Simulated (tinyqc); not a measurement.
Thermodynamics of metal silicides: hull, first phase, silicon consumed, nucleation and stability against SiO2: one step, computed by the program tinyqc. Command: `OMP_NUM_THREADS=1 python tinyqc.py 3009745 3009746 out.jsonl silphase walk`. One thread of a shared host (Intel(R) Xeon(R) Processor @ 2.30GHz), about 0.01 s of CPU time with the checks.

Entropies of formation of the solids are neglected, so heats stand for free energies. Si fractions: M5Si3 0.3750, MSi 0.5000, MSi2 0.6667.

Problem. Which phases are stable. A phase is stable if it lies below every straight line between a phase on its left and one on its right (M and Si at zero). Distance = its heat less the lowest such line, negative for a stable phase.

Inputs (values chosen for the exercise, of the order of those of titanium silicides for heats and volumes only): heat of formation of M5Si3 = -72.2 kJ/mol atoms; heat of formation of MSi = -65.4 kJ/mol atoms; heat of formation of MSi2 = -45.4 kJ/mol atoms.

Phases: M5Si3, MSi, MSi2.

Give: distance to the lowest tie line.

Solution.

distance to the lowest tie line (kJ/mol atoms): M5Si3 -23.15, MSi -4.69, MSi2 -1.80

All three are stable.
